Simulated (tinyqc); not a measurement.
# Ballistic Schottky-barrier transistor with a two-dimensional channel, WKB contacts: effects of single changes

Source Fermi level 0, drain Fermi level -Vd. Far from the contacts Ec = pn - psi, and the gate moves psi one to one; the band edges relax as exp(-x/lam) from pn at the source and pn - Vd at the drain; Ev = Ec - Eg. A carrier of energy w inside the channel band meets at a contact a barrier of height D (the contact edge beyond the channel edge): T = 1 for w >= D, else exp(-S), S = 4 lam sqrt(m/C) [sqrt(D - w) - sqrt(w) arctan sqrt((D - w)/w)], C = hbar^2/(2 m0). The two contacts combine as Ts Td/(Ts + Td - Ts Td).

Inputs (values chosen for the exercise); channel values close to those of a black phosphorus layer:

| symbol | value | unit | meaning |
|---|---|---|---|
| T | 300 | K | temperature |
| Eg | 0.664 | eV | band gap |
| pn | 0.49 | eV | barrier for electrons at both contacts |
| mn | 0.17 | m0 | electron mass |
| mp | 0.15 | m0 | hole mass |
| g | 1 |  | valleys or subbands |
| lam | 1.6 | nm | screening length at the contacts |
| Vd | 0.7 | V | drain bias |
| ps | 0.48 | V | band shift psi of the channel by the gate |

Constants: q = 1.602176634e-19 C, kB = 1.380649e-23 J/K, hbar = 1.054571817e-34 J s, h = 6.62607015e-34 J s, m0 = 9.1093837015e-31 kg, Vt = kB T/q, hbar^2/(2 m0) = 0.0380998212 eV nm^2. Results are converted to the units shown.

Each table varies one quantity; the others keep the values above.

## Ambipolar transfer curve

I/W = g (2 q^2/h) int T(w) [N(Es + w) - N(Ed + w)] dw with w the energy of motion along the channel, N(y) = (1/2 pi) sqrt(pi m kB T/C) Fm(-y/kB T), Fm(x) = (1/sqrt(pi)) int_0^infinity u^(-1/2)/(1 + exp(u - x)) du. Electrons: Ds = psi, Dd = psi - Vd, Es = Ec, Ed = Ec + Vd. Holes: Ds = -psi, Dd = Vd - psi, Es = -Ev, Ed = -Ev - Vd. The size of each current is taken; both flow from drain to source and add. The integrals are converged. Swing = d(psi)/d(log10 I).

Ambipolar transfer curve:

| ps (V) | electrons (uA/um) | holes (uA/um) | I (uA/um) | swing (mV/decade) |
|---|---|---|---|---|
| -0.14 | 5.007e-9 | 1911 | 1911 | -1019 |
| -0.05 | 1.627e-7 | 1533 | 1533 | -865.3 |
| 0.04 | 3.246e-6 | 1178 | 1178 | -716.1 |
| 0.13 | 2.891e-5 | 852.9 | 852.9 | -572.7 |
| 0.22 | 2.976e-4 | 563.9 | 563.9 | -436.6 |
| 0.3 | 0.002661 | 345.8 | 345.8 | -324.0 |
| 0.39 | 0.03449 | 156.8 | 156.8 | -211.3 |
| 0.48 | 0.4576 | 43.29 | 43.75 | -128.3 |
| 0.57 | 3.974 | 5.805 | 9.780 | -347.6 |
| 0.66 | 16.86 | 0.6329 | 17.50 | 197.7 |
| 0.75 | 45.14 | 0.03111 | 45.17 | 250.7 |
| 0.84 | 92.69 | 9.571e-4 | 92.69 | 331.5 |

Read the table: what changes, and by how much?

I goes from 1910 through a minimum of 9.78 (at ps = 0.57 V among the rows listed) to 92.7 uA/um; the exact minimum lies at psi = 0.586 V. Holes carry the left branch and electrons the right. The ratio of the last row to the smallest is 9.48 and of the first row 195, with barriers of 0.49 eV for electrons and 0.174 eV for holes. The steepest swing among the rows is 128 mV/decade, against the thermionic limit 59.5.

## Effect of the screening length

Same model as above.

Effect of the screening length:

| lam (nm) | current of the holes (uA/um) | share over the barriers (%) | \|d psi/d log10\| of this current (mV/decade) |
|---|---|---|---|
| 0.5 | 189.9 | 0.1133 | 114.7 |
| 1.6 | 43.29 | 0.4969 | 124.9 |
| 2.6 | 16.79 | 1.281 | 136.5 |
| 3.7 | 7.937 | 2.710 | 154.0 |
| 4.8 | 4.612 | 4.664 | 175.9 |
| 5.9 | 3.078 | 6.988 | 201.0 |
| 6.9 | 2.317 | 9.283 | 225.7 |
| 8 | 1.810 | 11.89 | 254.2 |

The current falls from 190 to 1.81 uA/um, while the share over the barriers rises from 0.113 to 11.9 %: the thermionic part does not depend on lam, and a thinner barrier adds tunnelling. The swing rises from 115 to 254 mV/decade.

Range of the model: No scattering, image-force lowering, channel charge or band-to-band tunnelling; parabolic kappa overstates S deep in the gap.

Program tinyqc, `OMP_NUM_THREADS=1 python tinyqc.py 2390004 2390005 out.jsonl`; Intel Xeon 2.30GHz, shared host, one thread, about 0.3 s.
